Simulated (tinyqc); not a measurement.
## Slope factor and drain-induced lowering from three currents

Problem. With source and body at 0 V, I = A exp((Vg + dd Vd)/(nf Vt)) (1 - exp(-Vd/Vt)). Find nf, the swing nf Vt ln 10 and dd.

Values chosen for this exercise: temperature T = 300 K.

Constants: q = 1.602176634e-19 C, kB = 1.380649e-23 J/K, Vt = kB T/q. Results are converted to the units shown.

currents at (Vg, Vd) = (0, 0.05), (0, 0.7) and (0.12, 0.7) V (nA/um): 0.011918001  0.21911476  5.2654172

Answer. The pair at equal Vd gives nf; the pair at equal Vg, after dividing out the factors 1 - exp(-Vd/Vt), gives dd.

nf = 1.460
swing = 86.91 mV/decade
dd = 0.1600

Computed by the program tinyqc: `OMP_NUM_THREADS=1 python tinyqc.py 2242203 2242204 out.jsonl`, one thread of a shared Intel Xeon 2.30GHz, about 0.03 s for the whole run.
